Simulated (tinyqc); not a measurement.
# Rectangular fin or nanosheet with a gate all round, subbands and threshold shift from confinement: what changes with what

Undoped body with a flat potential across it, hard walls, transport along x. One isotropic valley (g = 1, mx = my = mz = me). Non-parabolicity enters the subband edges through E (1 + al E) = gamma, so E = 2 gamma/(1 + sqrt(1 + 4 al gamma)); motion within a subband is taken as parabolic with the band-edge mass. Energies are counted from the bulk band edge.

Inputs (values chosen for the exercise); masses close to those of InAs: temperature T = 77 K; mass at the band edge me = 0.0234 m0; non-parabolicity al = 2.7 1/eV; width (along y) t = 13.3 nm; widening of the box by penetration into the insulator dl = 0 nm; gate capacitance per area of interface Cg = 1.9 uF/cm^2; height (along z) H = 26.6 nm.

Constants: q = 1.602176634e-19 C, kB = 1.380649e-23 J/K, hbar = 1.054571817e-34 J s, m0 = 9.1093837015e-31 kg, Vt = kB T/q, hbar^2/(2 m0) = 0.0380998212 eV nm^2. Results are converted to the units shown.

Each table varies one quantity; the others keep the values above.

## Confinement against the width

gamma = C pi^2 [a^2/(my (t + dl)^2) + b^2/(mz (H + dl)^2)], C = hbar^2/(2 m0). Each subband has N_k = g sqrt(2 mx m0 kB T/(pi hbar^2)); without degeneracy n = exp(EF/Vt) sum N_k exp(-E_k/Vt). Classical value Nc times t H, Nc = sum over valleys of 2 g (m m0 kB T/(2 pi hbar^2))^1.5 with m = (mx my mz)^(1/3). Threshold shift dVT = Vt ln(classical value/sum N_k exp(-E_k/Vt)). With degeneracy n = sum N_k F((EF - E_k)/Vt), F(x) = (1/sqrt(pi)) int_0^infinity u^(-1/2) du/(1 + exp(u - x)); gate: Vg = EF + q n/(Cg P), P = 2 (t + H), summed over the 60 lowest subbands at most, with Vg counted from the value that would put EF at the bulk band edge of an empty body. The last two columns are for Vg = 0.8 V; sensitivity d(dVT)/dt by central differences between 0.99 and 1.01 times the value.

Results:
```
t (nm),E_1 (meV),gap to the next edge (meV),dVT (mV),sensitivity (mV/nm),n/P (cm^-2),share of the lowest subband (%)
3,653.9,14.91,628.9,-260.1,7.304e11,33.46
3.8,489.3,18.46,466.2,-158.8,1.464e12,24.24
4.8,363.5,22.53,342.1,-96.59,1.947e12,21.28
7.7,193.1,32.00,175.0,-33.59,2.764e12,16.09
9.8,138.4,36.89,121.9,-18.86,3.155e12,13.66
12,104.7,40.67,89.64,-11.33,3.456e12,11.88
16,71.63,45.16,58.48,-5.243,3.846e12,9.676
20,54.78,47.82,43.12,-2.769,4.129e12,8.170
```

Estimate the missing row, t = 6.1 nm.

Computed row:
```
t (nm),E_1 (meV),gap to the next edge (meV),dVT (mV),sensitivity (mV/nm),n/P (cm^-2),share of the lowest subband (%)
6.1,265.0,27.21,245.3,-57.11,2.258e12,19.83
```

With this row back in the table: As t grows from 3 to 20 nm, E_1 falls from 654 to 54.8 meV and dVT falls from 629 to 43.1 mV. E_1 goes as t^(-1.23) at the thin end; a thickness error of 0.2 nm moves the threshold by 52 mV in the first row and 0.55 mV in the last. The charge per interface area rises from 7.30e11 to 4.13e12 cm^-2. For t = 7.7, 9.8, 12, 16, 20 the charge in the last two columns would bend the potential across the body noticeably, which is left out.

## Charge and subband filling against gate voltage

Same model as above.

Each subband has N_k = g sqrt(2 mx m0 kB T/(pi hbar^2)). Cq = q dn/dEF.

Result of one run:
```
Vg (V),EF - E_1 (eV),n (cm^-1),n/P (cm^-2),share of the lowest subband (%),Cq/(Cg P),total C/(Cg P)
0.32,0.1662,5.927e6,7.428e11,34.30,0.6953,0.4101
```

What becomes of these results when the gate voltage Vg is changed from 0.32 to 0.44 V, all else the same?

Result of the changed run:
```
Vg (V),EF - E_1 (eV),n (cm^-1),n/P (cm^-2),share of the lowest subband (%),Cq/(Cg P),total C/(Cg P)
0.44,0.2336,1.091e7,1.367e12,22.10,0.7642,0.4332
```

The whole series:
```
Vg (V),EF - E_1 (eV),n (cm^-1),n/P (cm^-2),share of the lowest subband (%),Cq/(Cg P),total C/(Cg P)
-0.06,-0.1511,4.627e-5,5.799,99.83,7.369e-11,7.369e-11
0.07,-0.02128,1.419e4,1.778e9,99.83,0.02198,0.02151
0.19,0.07508,2.251e6,2.821e11,60.52,0.2617,0.2074
0.32,0.1662,5.927e6,7.428e11,34.30,0.6953,0.4101
0.44,0.2336,1.091e7,1.367e12,22.10,0.7642,0.4332
0.56,0.2980,1.617e7,2.026e12,16.84,0.8575,0.4616
0.69,0.3564,2.294e7,2.875e12,12.98,1.394,0.5823
0.81,0.4084,2.938e7,3.682e12,10.85,1.512,0.6019
0.94,0.4603,3.677e7,4.608e12,9.204,1.400,0.5833
```

EF passes E_1 = 0.0911 eV at Vg = 0.0934 V. The share of the lowest subband falls from 99.8 to 9.20 % and the total capacitance goes from 7.37e-11 through a maximum of 0.602 (at Vg = 0.81 V among the rows listed) to 0.583 of Cg P. In the last row 40 % of an added gate voltage goes into raising EF (from the last two rows). For Vg = 0.32, 0.44, 0.56, 0.69, 0.81, 0.94 the charge would bend the potential across the body noticeably, which is left out.

Range of the model: Non-parabolicity also makes carriers heavier within each subband, which is left out, so densities of states are understated at high energy.

tinyqc, about 0.09 s, one thread, Intel Xeon 2.30GHz (shared host): `OMP_NUM_THREADS=1 python tinyqc.py 2350087 2350088 out.jsonl`
